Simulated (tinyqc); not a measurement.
Inside a calculation. Model: thermal boundary conductance by the acoustic and diffuse mismatch models. Computed by tinyqc, a small Python program that keeps every step. Command: `OMP_NUM_THREADS=1 python tinyqc.py 3013145 3013146 out.jsonl kapitza walk`. One thread of a shared host (Intel(R) Xeon(R) Processor @ 2.30GHz), about 0.01 s of CPU time with the checks. Intermediate numbers are printed to about 6 digits and carried at full precision; extremes and crossings named in words are read from the listed rows.

Each side has one longitudinal and two transverse Debye branches, omega = v q up to q_D = (6 pi^2 n)^(1/3), with n counting all atoms. Scattering at the interface is elastic. Electrons are left out of G, also for metals. Melting is ignored. G refers to the temperatures of the phonons sent towards the interface. Linear branches over all atoms overstate G at high T, most for crystals with several atoms a cell.

Inputs (values chosen for the exercise, modelled on diamond (side 1) and germanium (side 2)):

| quantity | value | unit |
|---|---|---|
| density rho_1 | 3.54 | g/cm^3 |
| longitudinal velocity vL_1 | 17200 | m/s |
| transverse velocity vT_1 | 12500 | m/s |
| atom density n_1 | 174 | 1/nm^3 |
| conductivity kappa_1 | 2150 | W/(m K) |
| density rho_2 | 5.21 | g/cm^3 |
| longitudinal velocity vL_2 | 5140 | m/s |
| transverse velocity vT_2 | 3190 | m/s |
| atom density n_2 | 43.5 | 1/nm^3 |
| conductivity kappa_2 | 58.6 | W/(m K) |
| temperature T | 77 | K |
| thickness d_1 | 5.4 | nm |
| thickness d_2 | 100000 | nm |
| heat flux J | 0.77 | kW/cm^2 |

Structure: film on a substrate.

Constants: hbar = 1.054571817e-34 J s; k_B = 1.380649e-23 J/K.

## Cut-off frequencies and impedances

omega_c = v q_D for each branch, given as hbar omega_c/k_B; impedance Z = rho v.

Branches:

| branch | v (m/s) | cut-off (K) | Z (1e6 kg/(m^2 s)) |
|---|---|---|---|
| L, side 1 | 17200 | 2858.83 | 60.8880 |
| T, side 1 | 12500 | 2077.64 | 44.2500 |
| L, side 2 | 5140 | 538.19 | 26.7794 |
| T, side 2 | 3190 | 334.01 | 16.6199 |

## Acoustic mismatch: transmission of each branch

No mode conversion. t(theta) = 4 Z_1 Z_2 cos(theta_1) cos(theta_2)/N^2, with N = Z_2 cos(theta_1) + Z_1 cos(theta_2) for L (the form for pressure waves) and N = Z_1 cos(theta_1) + Z_2 cos(theta_2) for both T branches (the form for shear waves polarised along the interface); sin(theta_2) = (v_2/v_1) sin(theta_1), and t = 0 beyond the critical angle arcsin(v_1/v_2); the mean over the incoming flux is alpha = 2 int t sin(theta_1) cos(theta_1) d theta_1 (64 Gauss-Legendre points).

Transmission:

| branch | t at normal incidence | largest angle from side 1 (deg) | alpha, 1 to 2 | alpha, 2 to 1 |
|---|---|---|---|---|
| L | 0.848626 | 90 | 0.680128 | 0.0607379 |
| T | 0.793956 | 90 | 0.893223 | 0.0581730 |

For L waves from side 1 no critical angle exists; the mean is 0.68 against 0.85 at normal incidence. For T waves from side 1 no critical angle exists, and the mean 0.89 stays near the normal-incidence 0.79.

## Diffuse mismatch: transmission at low frequency

A phonon forgets its side and branch: alpha(1 to 2) = S_2/(S_1 + S_2), S_i = 1/vL_i^2 + 2/vT_i^2.

S_1 = 1.61802e-08 s^2/m^2

S_2 = 2.34390e-07 s^2/m^2

diffuse alpha, 1 to 2 = 0.935426

## Boundary conductance

G = (k_B^4 T^3/(8 pi^2 hbar^3)) int W(x) x^4 e^x/(e^x - 1)^2 dx, x = hbar omega/(k_B T). Acoustic mismatch: W = sum over the three branches of alpha(1 to 2)/v_1^2, each up to the lower of its two cut-offs. Diffuse mismatch: W = S_1 S_2/(S_1 + S_2), where S_i sums 1/v^2 over the branches of side i still below their cut-off. Radiation limit: W = min(S_1, S_2). The integral is split at the four cut-offs (64 Gauss-Legendre points a piece, x at most 45). Boundary resistance R = 1/G and Kapitza length kappa_2/G use the diffuse value.

G, acoustic mismatch = 34.2899 MW/(m^2 K)

G, diffuse mismatch = 52.6753 MW/(m^2 K)

G, radiation limit = 63.1816 MW/(m^2 K)

boundary resistance R = 18.9842 m^2 K/GW

Kapitza length in side 2 = 1112.47 nm

The diffuse value is 1.54 times the acoustic one and 83 % of the radiation limit. Diffuse scattering raises G here: it ignores the impedance mismatch and lets phonons change direction and branch. Caution: kappa_2 is of room-temperature size, so the Kapitza length is only nominal at this T.

## Conductance against temperature

The formulas are those given above.

G (MW/(m^2 K)):

| T (K) | acoustic mismatch | diffuse mismatch | radiation limit |
|---|---|---|---|
| 2 | 0.00111973 | 0.00123415 | 0.00131934 |
| 5 | 0.0174958 | 0.0192835 | 0.0206147 |
| 10 | 0.139966 | 0.154268 | 0.164918 |
| 20 | 1.11953 | 1.23408 | 1.31934 |
| 40 | 8.39410 | 9.66863 | 10.5285 |
| 80 | 36.3858 | 57.0901 | 68.8728 |
| 150 | 70.5902 | 145.593 | 186.939 |
| 300 | 92.5386 | 215.231 | 282.363 |
| 600 | 99.9131 | 240.313 | 317.003 |
| 1000 | 101.618 | 246.218 | 325.174 |

All three follow T^3 at the cold end (exponent 3.00 for the diffuse model) and flatten at high T (exponent 0.05 at the hot end); the lowest cut-off is 334 K. The ratio of diffuse to acoustic goes from 1.10 to 2.42. The plateau is set by the frequencies that both sides share.

## Temperature rise through the stack

In series: Delta T = J (d_1/kappa_1 + R + d_2/kappa_2), with bulk conductivities in the layers and one-dimensional flow.

temperature drops (K): film 1.93395e-05, interface 0.146178, substrate 13.1399

total rise Delta T = 13.2861 K

interface share of film plus interface = 0.999868

The substrate takes the largest drop, 99 % of the total. Caution: the conductivities are of room-temperature size; at this T real values can differ much and free paths can be long. Caution: R from emitted-phonon temperatures is too large for use in series with Fourier layers, by up to a factor of about 2. Caution: layers this thin are often below the phonon free path, where bulk conductivities and independent interfaces no longer hold.

Checks made by the program: detailed balance alpha_12/v_1^2 = alpha_21/v_2^2 (relative difference below 1e-10); low-temperature limit G = pi^2 k_B^4 T^3 alpha S_1/(30 hbar^3) (relative difference below 1e-10).
